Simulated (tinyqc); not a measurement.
Changing the growth rate G: surface segregation during layer-by-layer epitaxy: two-layer exchange kinetics and the shape of quantum wells and delta layers. Computed by tinyqc, a small Python program. Command: `OMP_NUM_THREADS=1 python tinyqc.py 3006156 3006157 out.jsonl mbeseg sweep`. One thread of a shared host (Intel(R) Xeon(R) Processor @ 2.30GHz), about 0.06 s of CPU time with the checks.

Atoms A and B exchange only between the growing layer and the one below it. B is supplied for N layers, then pure A follows.

Inputs (values chosen for the exercise, close to those used for germanium in silicon):
```
quantity                                   value      unit
barrier E1 for B to move up                 1.67        eV
segregation energy E_s                      0.27        eV
attempt frequency nu                          10       THz
share x0 of B in the flux during the well   0.37         -
layers in the well N                          10         -
layer thickness                             1.36  angstrom
temperature T                                460         C
```

Constants: k_B = 8.617333262e-05 eV/K.

Method:
- p1 = nu exp(-E1/(k_B T)) (B up, A down), p2 = nu exp(-(E1 + E_s)/(k_B T)) (B down); time per layer tau = 1/G; K = p1/p2.
- Temperatures in kelvin are T(C) + 273.15.
- Dilute equilibrium share passed up per layer R_eq = K/(1 + K).
- Each layer is deposited complete with B share x_dep and then exchanges for the time tau = 1/G with the layer below, whose share is b (total c = s + b fixed): ds/dt = p1 b (1 - s) - p2 s (1 - b), s(0) = x_dep. With the roots s1 < s2 of the right side, (s - s1)/(s - s2) = [(s(0) - s1)/(s(0) - s2)] exp(-(p1 - p2)(s2 - s1) tau). The lower layer is then buried with c - s, and s becomes the b of the next layer.
- In the dilute tail each layer passes up the share R = R_eq (1 - exp(-(p1 + p2) tau)); decay length = -layer thickness/ln R.
- Index 0 is the last layer of pure A below the well. Share of B outside the intended layers 1..N = 1 - (sum over 1..N)/(N x0).

One run for each value:
```
growth rate G (layers/s)  share passed up R  decay length (angstrom)  peak share (largest buried share)      p1 tau
0.003                               0.98626                   98.303                            0.37000  1.1042e+04
0.009                               0.98626                   98.303                            0.37000  3.6808e+03
0.03                                0.98626                   98.303                            0.37000  1.1042e+03
0.09                                0.98626                   98.303                            0.37000  3.6808e+02
0.3                                 0.98626                   98.303                            0.37000  1.1042e+02
0.9                                 0.98626                   98.303                            0.37000  3.6808e+01
3                                   0.98625                   98.205                            0.37000  1.1042e+01
30                                  0.66434                    3.325                            0.36997  1.1042e+00
```

Give the missing row, growth rate G (layers/s) = 9.

Computed row:
```
growth rate G (layers/s)  share passed up R  decay length (angstrom)  peak share (largest buried share)      p1 tau
9                                   0.96265                   35.724                            0.36997  3.6808e+00
```

Interpolating between the two neighbouring rows (the first column on a logarithmic scale, the others too where they are positive) misses most in decay length (angstrom), by 45 %. Over the rows, share passed up R falls from 0.986 to 0.664, flat over part of the range; decay length (angstrom) falls from 98.3 to 3.33, flat over part of the range; peak share (largest buried share) goes from 0.370 through a minimum among these rows, 0.370 at 9.00, to 0.370. At the low end the exponent of share passed up R is 0.00, close to 0: equilibrium regime. Faster growth buries B before it can move up.

Caution (rows 0.00300, 0.00900, 0.0300, 0.0900, 0.300, 0.900, 3.00, 9.00): the floating layer fills towards saturation, so the dilute decay length holds only far out in the tail. Caution (all rows): two-layer exchange with complete layers is a simplification that can understate segregation at low temperature; desorption, step-edge exchange and surfactants are left out.

Extremes, crossings and ranges named in words are read from the listed rows.
